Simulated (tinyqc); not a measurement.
Electron mobility in a silicon inversion layer, empirical terms and Matthiessen rule: two steps of the calculation.

Inversion layer of sheet density Ns on a uniformly doped body. The mobility terms are empirical power laws with prefactors chosen for the exercise; adding their inverses (Matthiessen) is itself an approximation.

Parameters, values chosen for the exercise; material values close to those of silicon: temperature T = 293 K; band gap Eg = 1.1 eV; relative permittivity of the semiconductor eps_r = 11.6; conduction-band density of states at T Nc = 2.66e19 cm^-3; valence-band density of states at T Nv = 2.58e19 cm^-3; body doping Nb = 7.2e17 cm^-3; reverse body bias Vsb = 0 V; weight of the inversion charge in the effective field eta = 0.5; phonon-limited mobility at 1 MV/cm and 300 K Ap = 401 cm^2/(V s); roughness-limited mobility at 1 MV/cm As = 1230 cm^2/(V s); exponent of the roughness term gs = 2; Coulomb prefactor Ac = 3800 cm^2/(V s); charge at the interface Nit = 3.6e11 cm^-2; inversion density Ns = 9.3e11 cm^-2.

Constants: q = 1.602176634e-19 C, kB = 1.380649e-23 J/K, Vt = kB T/q, eps0 = 8.8541878128e-14 F/cm where lengths are in cm. Results are converted to the units shown.

Question 1. Depletion charge and effective field. ni = sqrt(Nc Nv) exp(-Eg/(2 Vt)), Eg in volts; Ndep = sqrt(2 eps0 eps_r Nb (2 Vt ln(Nb/ni) + Vsb)/q); E = q (Ndep + eta Ns)/(eps0 eps_r), in MV/cm.

Find: ni; Ndep; E.

Answer 1.

ni = 9.0765e9 cm^-3
Ndep = 2.9119e12 cm^-2
E = 0.52676 MV/cm

The depletion charge gives 86.2 % of the field.

Question 2. Mobility terms and their sum. With t = T/(300 K): muC = Ac (Ns/1e12 cm^-2) t/(Nb/1e17 cm^-3 + Nit/1e11 cm^-2), muP = Ap E^(-1/3) t^(-1.75), muS = As E^(-gs); 1/mu is the sum of the inverses.

E = 0.52676427 MV/cm

Find: terms; mu; shares of 1/mu.

Answer 2.

terms (cm^2/(V s)): Coulomb 319.6, phonon 517.5, roughness 4433
mu = 189.1 cm^2/(V s)
shares of 1/mu (%): Coulomb 59.18, phonon 36.55, roughness 4.267

The Coulomb term limits most.

tinyqc, about 0.01 s, one thread, Intel Xeon 2.30GHz (shared host): `OMP_NUM_THREADS=1 python tinyqc.py 2510003 2510004 out.jsonl`
